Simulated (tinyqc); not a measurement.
Ellipsometry and reflectance of a transparent film on an absorbing substrate: two steps of the calculation.

Air (index 1), film, substrate with N2 = n2 - i k2; time factor exp(+i w t). q_j = sqrt(N_j^2 - sin^2 th), root with positive real part. Fresnel coefficients r_s = (q_a - q_b)/(q_a + q_b), r_p = (N_b^2 q_a - N_a^2 q_b)/(N_b^2 q_a + N_a^2 q_b). tan(Psi) exp(i Delta) = R_p/R_s, Delta taken from 0 to 360 degrees.

Inputs (values chosen for the exercise); indices close to those of a porous low-k film on silicon:
```
symbol  value     unit                                  meaning
lam     546.1       nm                               wavelength
th         60  degrees                       angle of incidence
n1      1.299                     index of the transparent film
d          10       nm                           film thickness
n2      4.086                            index of the substrate
k2      0.031           extinction coefficient of the substrate
```

Task 1. Interface coefficients and thickness period. q0, q1, q2 and the coefficients r01 and r12 for p and s; the results repeat in d with the period lam/(2 q1).

Give: q0; q1; q2; r01,p; r01,s; r12,p; r12,s; period.

Result 1.

q0 = 0.5000
q1 = 0.9682
q2 = 3.993-0.032i
r01,p = -0.06871
r01,s = -0.3189
r12,p = 0.4116-0.0030i
r12,s = -0.6097+0.0025i
period = 282.0 nm

Task 2. Psi, Delta and reflectances. beta = 2 pi d q1/lam, X = exp(-2 i beta), R = (r01 + r12 X)/(1 + r01 r12 X) for p and s.

q1 = 0.96819471
r01,p = -0.068709388
r01,s = -0.31889143
r12,p = 0.41159985-0.00300256i
r12,s = -0.60972259+0.00249525i

Find: beta; X; R_p; R_s; Psi; Delta; |R_p|^2; |R_s|^2.

Result 2.

beta = 0.1114 rad
X = 0.9753-0.2210i
R_p = 0.3408-0.0988i
R_s = -0.7708+0.0870i
Psi = 24.58 degrees
Delta = 170.3 degrees
|R_p|^2 = 0.1259
|R_s|^2 = 0.6017

The bare substrate gives Psi = 24.41 and Delta = 179.60 degrees.

Numbers from tinyqc (`OMP_NUM_THREADS=1 python tinyqc.py 2870153 2870154 out.jsonl`; about 0.01 s on one thread of a shared Intel Xeon 2.30GHz).
